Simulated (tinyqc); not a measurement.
Two-sublattice mean-field magnet: ferrimagnet, compensation points and susceptibility. Changing the z J_AB. Computed by tinyqc, a small Python program. Command: `OMP_NUM_THREADS=1 python tinyqc.py 3012041 3012042 out.jsonl ferri sweep`. One thread of a shared host (Intel(R) Xeon(R) Processor @ 2.30GHz), about 0.03 s of CPU time with the checks.

A random alloy A(1-x)B(x) with H = -sum over pairs J S_i.S_j. a = <S_A> and b = <S_B> are taken along z, a > 0. Exchange fields: h_A = (1 - x) zJ_AA a + x zJ_AB b, h_B = (1 - x) zJ_AB a + x zJ_BB b; a = S_A B_(S_A)(S_A h_A/(k_B T)) and likewise for b, with the Brillouin function B_S(y) = [(2S + 1)/(2S)] coth[(2S + 1) y/(2S)] - [1/(2S)] coth[y/(2S)].

Inputs (values chosen for the exercise, for a model ferrimagnet):
```
quantity,value,unit
spin S_A,1,-
spin S_B,3.5,-
g factor g_A,2.2,-
g factor g_B,2,-
fraction x of B sites,0.17,-
z J_AA,40.2,meV
z J_BB,0.77,meV
T over T_c,0.77,-
largest number of steps,3000,-
```

Constants: k_B = 8.617333262e-05 eV/K.

Method:
- Linearised, T (a, b) = M (a, b) with M_ij = S_i (S_i + 1) c_j zJ_ij/(3 k_B), c_A = 1 - x, c_B = x. T_c is the larger eigenvalue, and its eigenvector gives b/a at onset, (T_c - M_AA)/M_AB.
- Repeat from a = S_A, b = -S_B until a and b change by less than 1e-10.
- Net moment m = (1 - x) g_A a + x g_B b in mu_B per site; net spin s = (1 - x) a + x b. At T = 0, a = S_A and b = -S_B. Effective g = m/s.
- T_M: m = 0; T_A: s = 0; searched between 0.02 and 0.97 T_c, and given as 0 if there is no change of sign.

One run for each value:
```
z J_AB (meV),T_c (K),b,net moment m (mu_B),magnetic compensation T_M (K)
-40.0,482.41,-2.5436,0.3496,0
-35.0,444.68,-2.5060,0.3864,0
-29.0,400.59,-2.4357,0.4413,0
-24.0,365.33,-2.3408,0.4998,0
-18.0,325.90,-2.1440,0.5942,0
-13.0,297.02,-1.8490,0.7073,0
-7.5,272.28,-1.2758,0.8970,0
-2.0,259.19,-0.3774,1.1849,0
```

Over the rows, T_c (K) falls from 482 to 259; b rises from -2.54 to -0.377; net moment m (mu_B) rises from 0.350 to 1.18.

Extremes, crossings and ranges named in words are read from the listed rows.
